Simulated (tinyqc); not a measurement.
Read current of a NAND string, cells in series solved by shooting: one step of the calculation.

Cells in series, numbered from 0 at the source line (0 V) to the bit line, each followed by a gap resistance Rg. A cell with gate Vg, threshold VT, source Vs and drain Vd passes I = 2 nf K Vt^2 [F(Vs) - F(Vd)]/(1 + th max(Vg - VT, 0)), F(V) = ln^2(1 + exp((Vg - VT - nf V)/(2 nf Vt))). The selected cell has Vg = Vr, the others Vg = Vp.

Problem. Node voltages for a trial current. For a trial current I start at 0 V and, cell by cell (the selected one is cell 4), solve for the drain: sqrt(F(Vd)) = sqrt(F(Vs) - I/k), k = 2 nf K Vt^2/(1 + th max(Vg - VT, 0)), Vd = [Vg - VT - 2 nf Vt ln(exp(sqrt F) - 1)]/nf, then add I Rg.

Parameters, values chosen for the exercise; values of the order met in vertical NAND strings: temperature T = 300 K; gain factor of a cell K = 4.9 uA/V^2; slope factor nf = 2.2; mobility reduction factor th = 0.07 1/V; resistance of the gap between cells Rg = 30 kohm; bit-line voltage Vbl = 0.4 V; pass voltage Vp = 6.7 V; read voltage on the selected word line Vr = 3.67 V.

Constants: q = 1.602176634e-19 C, kB = 1.380649e-23 J/K, Vt = kB T/q. Results are converted to the units shown.

second trial current = 0.47 uA
thresholds from the source end, cell 0 to 5 (V): 3.8  -1.9  -1.9  3.8  2.2  -1.9

Find: node voltage after each cell and gap, trial 2.

Solution.

node voltage after each cell and gap, trial 2, cell 0 to 5 (V): 0.05451  0.08677  0.1192  0.1779  0.3025  0.3360

Program tinyqc, `OMP_NUM_THREADS=1 python tinyqc.py 2142222 2142223 out.jsonl`; Intel Xeon 2.30GHz, shared host, one thread, about 0.3 s.
